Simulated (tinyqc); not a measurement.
Sharpness of the interface: valley splitting of a silicon quantum well in envelope theory.

The well lies at 0 < z < L; U(z) = V0 [1/(1 + exp(z/w)) + 1/(1 + exp((L - z)/w))] - e F z, 1 mV/nm = 1e-4 eV/angstrom. The envelope psi solves -(c/ml) psi'' + U psi = E psi, c = hbar^2/2m0, by three-point differences on a grid of 0.1 angstrom from -40 to L + 40 angstrom. The two valleys at +/- k0 couple through D = C0 times the integral of exp(-i q z) U(z) psi^2, q = 2 k0 (2 pi/a), and split by Ev = 2|D|.

Random alloy: with Y(z) = Yw + (Yb - Yw) B(z), B the bracket in U, and in-plane density exp(-r^2/ad^2)/(pi ad^2), D gains a random complex part of variance sigma^2 = (C0^2/pi)(a^2 V0/(8 ad (Yb - Yw)))^2 (4/a) times the integral of psi^4 Y (1 - Y). Alone it gives a mean splitting sqrt(pi) sigma; together with the smooth part the rms splitting is 2 sqrt(|D|^2 + sigma^2).

Constants: hbar^2/2m0 = 3.80998211 eV angstrom^2.

Parameters, chosen for this exercise (near those of a strained Si well in SiGe; the results hold for these values, not for the real material):

| symbol | value | unit | meaning |
|---|---|---|---|
| L | 78 | angstrom | well width |
| V0 | 0.15 | eV | conduction offset |
| ml | 0.931 | m0 | mass along z |
| F | 1.1 | mV/nm | field pressing towards the upper interface |
| k0 | 0.831 | 2 pi/a | valley position |
| a | 5.431 | angstrom | lattice constant |
| C0 | 0.265 |  | Bloch overlap factor |
| Yb | 0.22 |  | Ge share of the barrier |
| Yw | 0.05 |  | Ge share of the well |
| ad | 140 | angstrom | dot radius |
| ws | (0.2, 0.7, 0.9, 1.3, 1.8, 3.3, 4.4) | angstrom | interface widths |

The smooth part 2|D| and the disorder part against w, beside y/sinh(y) with y = pi q w. The 12 to 88 % width of the step is 4w.

Results:

| w (angstrom) | 4w (angstrom) | 2\|D\| (micro-eV) | y/sinh(y) | sqrt(pi) sigma (micro-eV) |
|---|---|---|---|---|
| 0.2 | 0.8 | 38.90 | 0.79 | 151.1 |
| 0.7 | 2.8 | 8.19 | 0.12 | 151.4 |
| 0.9 | 3.6 | 3.34 | 0.047 | 151.7 |
| 1.3 | 5.2 | 0.43 | 0.0061 | 152.3 |
| 3.3 | 13.2 | 0.00 | 8.8e-08 | 157.6 |
| 4.4 | 17.6 | 0.00 | 1.5e-10 | 161.6 |

Give the missing row, w (angstrom) = 1.8.

Computed row:
```
w (angstrom)  4w (angstrom)  2|D| (micro-eV)  y/sinh(y)  sqrt(pi) sigma (micro-eV)
1.8                     7.2             0.02    0.00041                      153.3
```

The smooth part needs a Fourier component of U psi^2 at a wavelength of 3.27 angstrom; from the first row to the third it falls by a factor 11.7, while y/sinh(y) falls by 16.7 (the envelope near the step and the phase between the two interfaces change too). The disorder part goes from 151.1 to 161.6 micro-eV. It exceeds the smooth part in every row.

Program tinyqc; command `OMP_NUM_THREADS=1 python tinyqc.py 1252626 1252627 out.jsonl`; about 0.07 s on one thread of a shared Intel(R) Xeon(R) Processor @ 2.30GHz.
